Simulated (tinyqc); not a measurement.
Sublattice potential against complex hopping: Haldane model. Computed by the program tinyqc. 

Honeycomb lattice:
```
parameter,value
t1 (eV),1.890000
t2 (eV),0.120000
phi (rad),1.020000
```

H_AA = delta - 2 t2 sum cos(k.b + phi), H_BB = -delta - 2 t2 sum cos(k.b - phi), H_AB = -t1 (1 + exp(-i k.a1) + exp(-i k.a2)), b = a1, a2 - a1, -a2, m = 3 sqrt3 t2 sin(phi); the sign of the Chern number follows the orientation k1 then k2.

Gaps at the two valleys (eV) and Chern number of the lower band (12 x 12 mesh):
```
delta,gap 2|delta - m|,gap 2|delta + m|,Chern number
-0.9560,2.9746,0.8494,0
-0.6910,2.4446,0.3194,0
-0.3190,1.7006,0.4246,-1
0.0000,1.0626,1.0626,-1
0.2130,0.6366,1.4886,-1
0.3980,0.2666,1.8586,-1
0.6640,0.2654,2.3906,0
1.0630,1.0634,3.1886,0
```

Here |m| = 0.5313 eV. For |delta| < |m| the two valleys have masses of opposite sign and the Chern number is +/-1; one gap closes at |delta| = |m|, and beyond it the band is trivial.
